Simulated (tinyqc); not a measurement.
Inside a calculation. Method: CID on RHF in the sto-3g basis, frozen core, for BeH+, spin multiplicity 1. Computed by tinyqc, a small Python program that keeps every step (integrals from PySCF). Settings: charge = 1, multiplicity = 1, basis = sto-3g, method = RHF, frozen orbitals = 1, energy threshold = 1e-10, iteration cap = 78, orthogonalisation = symmetric, start = atomic densities, DIIS depth = 6, ci = CID, davidson = 1. Command: `OMP_NUM_THREADS=1 python tinyqc.py 25049 25050 out.jsonl` (the two numbers bound the seeds that draw the settings). One thread of a shared host (Intel(R) Xeon(R) Processor @ 2.60GHz), about 0.1 s of CPU time with the checks. The early iterations of the SCF are left out here.

## One-electron integrals

Geometry (angstrom):
```
atom,x,y,z
Be,0.000000,0.000000,0.000000
H,0.000000,0.000000,1.186000
```

Basis sto-3g: exponents (1/bohr^2) and contraction coefficients of normalised primitives:
```
element,l (shell),exponent,coefficient
Be,s (1),30.167871,0.154329
Be,s (1),5.495115,0.535328
Be,s (1),1.487193,0.444635
Be,s (2),1.314833,-0.099967
Be,s (2),0.305539,0.399513
Be,s (2),0.099371,0.700115
Be,p (3),1.314833,0.155916
Be,p (3),0.305539,0.607684
Be,p (3),0.099371,0.391957
H,s (1),3.425251,0.154329
H,s (1),0.623914,0.535328
H,s (1),0.168855,0.444635
```

Overlap, kinetic and nuclear-attraction integrals over the contracted functions; the nuclear repulsion is the sum of Za Zb / Rab.

nuclear repulsion = 1.78474607 hartree

overlap S:
```
,1Be 1s,1Be 2s,1Be 2px,1Be 2py,1Be 2pz,2H 1s
1Be 1s,1.000000,0.259517,0.000000,0.000000,0.000000,0.097695
1Be 2s,0.259517,1.000000,0.000000,0.000000,0.000000,0.523233
1Be 2px,0.000000,0.000000,1.000000,0.000000,0.000000,0.000000
1Be 2py,0.000000,0.000000,0.000000,1.000000,0.000000,0.000000
1Be 2pz,0.000000,0.000000,0.000000,0.000000,1.000000,0.563760
2H 1s,0.097695,0.523233,0.000000,0.000000,0.563760,1.000000
```

kinetic energy T (hartree):
```
,1Be 1s,1Be 2s,1Be 2px,1Be 2py,1Be 2pz,2H 1s
1Be 1s,6.693975,-0.033012,0.000000,0.000000,0.000000,-0.015121
1Be 2s,-0.033012,0.211111,0.000000,0.000000,0.000000,0.095093
1Be 2px,0.000000,0.000000,0.660592,0.000000,0.000000,0.000000
1Be 2py,0.000000,0.000000,0.000000,0.660592,0.000000,0.000000
1Be 2pz,0.000000,0.000000,0.000000,0.000000,0.660592,0.247837
2H 1s,-0.015121,0.095093,0.000000,0.000000,0.247837,0.760032
```

nuclear attraction V (hartree):
```
,1Be 1s,1Be 2s,1Be 2px,1Be 2py,1Be 2pz,2H 1s
1Be 1s,-15.007279,-2.015035,0.000000,0.000000,-0.022970,-0.769651
1Be 2s,-2.015035,-2.715327,0.000000,0.000000,-0.167071,-1.510785
1Be 2px,0.000000,0.000000,-2.652171,0.000000,0.000000,0.000000
1Be 2py,0.000000,0.000000,0.000000,-2.652171,0.000000,0.000000
1Be 2pz,-0.022970,-0.167071,0.000000,0.000000,-2.785914,-1.623722
2H 1s,-0.769651,-1.510785,0.000000,0.000000,-1.623722,-2.985045
```

core Hamiltonian H = T + V (hartree):
```
,1Be 1s,1Be 2s,1Be 2px,1Be 2py,1Be 2pz,2H 1s
1Be 1s,-8.313304,-2.048047,0.000000,0.000000,-0.022970,-0.784772
1Be 2s,-2.048047,-2.504216,0.000000,0.000000,-0.167071,-1.415692
1Be 2px,0.000000,0.000000,-1.991580,0.000000,0.000000,0.000000
1Be 2py,0.000000,0.000000,0.000000,-1.991580,0.000000,0.000000
1Be 2pz,-0.022970,-0.167071,0.000000,0.000000,-2.125322,-1.375885
2H 1s,-0.784772,-1.415692,0.000000,0.000000,-1.375885,-2.225013
```

## Two-electron integrals

Functions are numbered as in S; the eight-fold symmetry (ij|kl) = (ji|kl) = (kl|ij) leaves the list below.

Two-electron integrals (ij|kl) in chemists' order, unique and non-zero (hartree):
```
i,j,k,l,(ij|kl)
1,1,1,1,2.298831
2,1,1,1,0.392036
2,1,2,1,0.079539
2,2,1,1,0.570988
2,2,2,1,0.143041
2,2,2,2,0.417683
3,1,3,1,0.014607
3,2,3,1,0.021888
3,2,3,2,0.092265
3,3,1,1,0.569578
3,3,2,1,0.143083
3,3,2,2,0.417589
3,3,3,3,0.449859
4,1,4,1,0.014607
4,2,4,1,0.021888
4,2,4,2,0.092265
4,3,4,3,0.024249
4,4,1,1,0.569578
4,4,2,1,0.143083
4,4,2,2,0.417589
4,4,3,3,0.401360
4,4,4,4,0.449859
5,1,5,1,0.014607
5,2,5,1,0.021888
5,2,5,2,0.092265
5,3,5,3,0.024249
5,4,5,4,0.024249
5,5,1,1,0.569578
5,5,2,1,0.143083
5,5,2,2,0.417589
5,5,3,3,0.401360
5,5,4,4,0.401360
5,5,5,5,0.449859
6,1,1,1,0.147213
6,1,2,1,0.029780
6,1,2,2,0.053709
6,1,3,3,0.053313
6,1,4,4,0.053313
6,1,5,1,0.002722
6,1,5,2,0.004973
6,1,5,5,0.054531
6,1,6,1,0.011724
6,2,1,1,0.274812
6,2,2,1,0.069413
6,2,2,2,0.211708
6,2,3,3,0.204680
6,2,4,4,0.204680
6,2,5,1,0.009127
6,2,5,2,0.049668
6,2,5,5,0.225578
6,2,6,1,0.028536
6,2,6,2,0.144989
6,3,3,1,0.007312
6,3,3,2,0.031605
6,3,5,3,0.009272
6,3,6,3,0.015790
6,4,4,1,0.007312
6,4,4,2,0.031605
6,4,5,4,0.009272
6,4,6,4,0.015790
6,5,1,1,0.268319
6,5,2,1,0.068752
6,5,2,2,0.220142
6,5,3,3,0.207316
6,5,4,4,0.207316
6,5,5,1,0.015202
6,5,5,2,0.078602
6,5,5,5,0.245557
6,5,6,1,0.029970
6,5,6,2,0.173450
6,5,6,5,0.218301
6,6,1,1,0.438432
6,6,2,1,0.112846
6,6,2,2,0.377500
6,6,3,3,0.350773
6,6,4,4,0.350773
6,6,5,1,0.019892
6,6,5,2,0.129421
6,6,5,5,0.430562
6,6,6,1,0.048308
6,6,6,2,0.311548
6,6,6,5,0.399956
6,6,6,6,0.774606
```

## Orthogonalisation

S = U s U^T; symmetric (Loewdin) form X = U s^(-1/2) U^T, so that X^T S X = 1.

eigenvalues of S: 0.226421  0.792585  1.000000  1.000000  1.163112  1.817882

X:
```
,1Be 1s,1Be 2s,1Be 2px,1Be 2py,1Be 2pz,2H 1s
1Be 1s,1.027293,-0.144044,0.000000,0.000000,-0.008996,0.012336
1Be 2s,-0.144044,1.224220,0.000000,0.000000,0.210500,-0.457047
1Be 2px,0.000000,0.000000,1.000000,0.000000,0.000000,0.000000
1Be 2py,0.000000,0.000000,0.000000,1.000000,0.000000,0.000000
1Be 2pz,-0.008996,0.210500,0.000000,0.000000,1.224202,-0.487986
2H 1s,0.012336,-0.457047,0.000000,0.000000,-0.487986,1.418011
```

## Iteration 8 (converged): orbitals

converged F (hartree):
```
,1Be 1s,1Be 2s,1Be 2px,1Be 2py,1Be 2pz,2H 1s
1Be 1s,-5.029366,-1.414911,0.000000,0.000000,0.015299,-0.539113
1Be 2s,-1.414911,-0.890363,0.000000,0.000000,-0.172685,-0.659692
1Be 2px,0.000000,0.000000,-0.151256,0.000000,0.000000,0.000000
1Be 2py,0.000000,0.000000,0.000000,-0.151256,0.000000,0.000000
1Be 2pz,0.015299,-0.172685,0.000000,0.000000,-0.376270,-0.497715
2H 1s,-0.539113,-0.659692,0.000000,0.000000,-0.497715,-0.664423
```

Diagonalise F' = X^T F X, C = X C', fill 2 alpha and 2 beta electrons from the bottom; D = 2 C_occ C_occ^T. Each column has its largest component positive (the first on a tie).

F' = X^T F X (hartree):
```
,1,2,3,4,5,6
1,-4.919447,-0.695289,0.000000,0.000000,0.036374,-0.126905
2,-0.695289,-0.422118,0.000000,0.000000,0.055255,-0.446662
3,0.000000,0.000000,-0.151256,0.000000,0.000000,0.000000
4,0.000000,0.000000,0.000000,-0.151256,0.000000,0.000000
5,0.036374,0.055255,0.000000,0.000000,-0.120503,-0.440518
6,-0.126905,-0.446662,0.000000,0.000000,-0.440518,-0.148570
```

orbital energies (hartree): MO1 -5.032258, MO2 -0.773947, MO3 -0.268918, MO4 -0.151256, MO5 -0.151256, MO6 0.464486

coefficients C:
```
,MO1,MO2,MO3,MO4,MO5,MO6
1Be 1s,0.992944,-0.196711,-0.199820,0.000000,0.000000,0.108402
1Be 2s,0.025755,0.501233,0.774818,0.000000,0.000000,-0.959387
1Be 2px,0.000000,0.000000,0.000000,0.908272,0.418379,0.000000
1Be 2py,0.000000,0.000000,0.000000,-0.418379,0.908272,0.000000
1Be 2pz,-0.002579,0.302893,-0.641141,0.000000,0.000000,-1.130654
2H 1s,0.000540,0.503113,-0.196554,0.000000,0.000000,1.471792
```

D after iteration 8:
```
,1Be 1s,1Be 2s,1Be 2px,1Be 2py,1Be 2pz,2H 1s
1Be 1s,2.049268,-0.146050,0.000000,0.000000,-0.124286,-0.196863
1Be 2s,-0.146050,0.503797,0.000000,0.000000,0.303508,0.504382
1Be 2px,0.000000,0.000000,0.000000,0.000000,0.000000,0.000000
1Be 2py,0.000000,0.000000,0.000000,0.000000,0.000000,0.000000
1Be 2pz,-0.124286,0.303508,0.000000,0.000000,0.183502,0.304776
2H 1s,-0.196863,0.504382,0.000000,0.000000,0.304776,0.506245
```

Within a degenerate level the vectors are fixed only up to a rotation; this is one choice.

## Convergence

Stop when the energy changes by less than 1e-10 hartree and every element of the error matrix X^T (F D S - S D F) X is below 3e-06.

Course of the cycle:
```
iteration,E (hartree),change,largest element of the error matrix
1,-12.66948729,-,3.90e-01
2,-14.63804496,-1.97e+00,6.34e-02
3,-14.65358929,-1.55e-02,2.74e-02
4,-14.65588813,-2.30e-03,9.40e-03
5,-14.65618688,-2.99e-04,7.05e-04
6,-14.65618859,-1.71e-06,3.32e-05
7,-14.65618859,-1.66e-09,3.11e-06
8,-14.65618859,-1.30e-11,1.73e-07
```

PySCF RHF in the same basis = -14.65618859 hartree

Converged in 8 iterations.

## Integrals over molecular orbitals

(pq|rs) = sum C_ip C_jq C_kr C_ls (ij|kl), one index at a time.

one-electron integrals over orbitals h = C^T H C (hartree):
```
,1,2,3,4,5,6
1,-8.303571,0.166442,0.208371,0.000000,0.000000,-0.059161
2,0.166442,-2.331159,0.025580,0.000000,0.000000,0.094013
3,0.208371,0.025580,-1.977860,0.000000,0.000000,-0.021354
4,0.000000,0.000000,0.000000,-1.991580,0.000000,0.000000
5,0.000000,0.000000,0.000000,0.000000,-1.991580,0.000000
6,-0.059161,0.094013,-0.021354,0.000000,0.000000,-1.543451
```

Two-electron integrals over orbitals (pq|rs), unique and non-zero (hartree); the lowest 1 orbital is frozen and left out:
```
p,q,r,s,(pq|rs)
2,2,2,2,0.561375
3,2,2,2,-0.064404
3,2,3,2,0.027240
3,3,2,2,0.322638
3,3,3,2,0.022976
3,3,3,3,0.477690
4,2,4,2,0.042969
4,3,4,2,0.029819
4,3,4,3,0.053059
4,4,2,2,0.380213
4,4,3,2,0.012905
4,4,3,3,0.401766
4,4,4,4,0.449859
5,2,5,2,0.042969
5,3,5,2,0.029819
5,3,5,3,0.053059
5,4,5,4,0.024249
5,5,2,2,0.380213
5,5,3,2,0.012905
5,5,3,3,0.401766
5,5,4,4,0.401360
5,5,5,5,0.449859
6,2,2,2,0.082245
6,2,3,2,-0.043730
6,2,3,3,-0.024692
6,2,4,4,-0.041729
6,2,5,5,-0.041729
6,2,6,2,0.120887
6,3,2,2,-0.057244
6,3,3,2,0.022461
6,3,3,3,0.058292
6,3,4,4,0.011806
6,3,5,5,0.011806
6,3,6,2,-0.041941
6,3,6,3,0.044368
6,4,4,2,-0.030771
6,4,4,3,-0.016850
6,4,6,4,0.027967
6,5,5,2,-0.030771
6,5,5,3,-0.016850
6,5,6,5,0.027967
6,6,2,2,0.546496
6,6,3,2,-0.060115
6,6,3,3,0.355028
6,6,4,4,0.383219
6,6,5,5,0.383219
6,6,6,2,0.108549
6,6,6,3,-0.051914
6,6,6,6,0.577060
```

## CID: determinants and Hamiltonian

one-electron integrals dressed by the frozen orbital, h + 2 (pq|11) - (p1|1q) (hartree):
```
,2,3,4,5,6
2,-1.335322,0.064404,0.000000,0.000000,-0.082245
3,0.064404,-0.886954,0.000000,0.000000,0.070758
4,0.000000,0.000000,-0.868711,0.000000,0.000000
5,0.000000,0.000000,0.000000,-0.868711,0.000000
6,-0.082245,0.070758,0.000000,0.000000,-0.507620
```

energy of the frozen orbital, 2 h_11 + (11|11) = -14.33166540 hartree

Hartree-Fock energy = -14.65618859 hartree

Slater-Condon rules over spin orbitals, with the nuclear repulsion and the energy of the frozen orbital added and E(HF) subtracted on the diagonal. Only determinants linked to the reference directly or through others are kept (one block of an abelian symmetry group), so some states are absent.

Occupation strings over the orbitals (2 doubly, a alpha, b beta, 0 empty; spin orbitals ordered 1a 1b 2a 2b ...): 220000 202000 20a00b 200200 200020 20b00a 200002

H - E(HF) between determinants (hartree):
```
,220000,202000,20a00b,200200,200020,20b00a,200002
220000,0.000000,0.027240,-0.043730,0.042969,0.042969,0.043730,0.120887
202000,0.027240,0.813051,0.129051,0.053059,0.053059,-0.129051,0.044368
20a00b,-0.043730,0.129051,1.069723,-0.016850,-0.016850,-0.044368,0.018844
200200,0.042969,0.053059,-0.016850,0.821705,0.024249,0.016850,0.027967
200020,0.042969,0.053059,-0.016850,0.024249,0.821705,0.016850,0.027967
20b00a,0.043730,-0.129051,-0.044368,0.016850,0.016850,1.069723,-0.018844
200002,0.120887,0.044368,0.018844,0.027967,0.027967,-0.018844,1.671090
```

## CID: roots

Diagonalise (each vector has its largest component positive (the first on a tie)); all determinants have Ms = 0, so triplets appear too. The lowest singlet root is the correlation energy.

lowest roots of this matrix, relative to E(HF) (hartree): -0.016966  0.685313  0.797456  0.890267  1.025355  1.198832  1.686743

lowest vectors:
```
,root 1,root 2,root 3,root 4
220000,0.993206,0.023103,0.000000,0.075522
202000,-0.036532,0.804369,0.000000,0.419310
20a00b,0.042439,-0.264869,0.000000,-0.126684
200200,-0.043295,-0.325604,0.707107,0.624851
200020,-0.043295,-0.325604,-0.707107,0.624851
20b00a,-0.042439,0.264869,0.000000,0.126684
200002,-0.069679,-0.010435,0.000000,-0.074165
```

<S^2> of these roots: 0.000000  0.000000  0.000000  0.000000  2.000000  0.000000  0.000000

weight of the ground state by excitation level 0, 1, 2, ...: 0.986459  0.000000  0.013541

## The lowest root by the Davidson method

Start from the reference; add the residual divided by (theta - H_ii), orthogonalised, at each step.

Davidson iterations:
```
iteration,subspace,lowest Ritz value (hartree),residual norm
1,1,0,1.51e-01
2,2,-0.01686582,9.00e-03
3,3,-0.01696445,1.28e-03
4,4,-0.01696615,1.96e-04
5,5,-0.01696617,3.05e-17
```
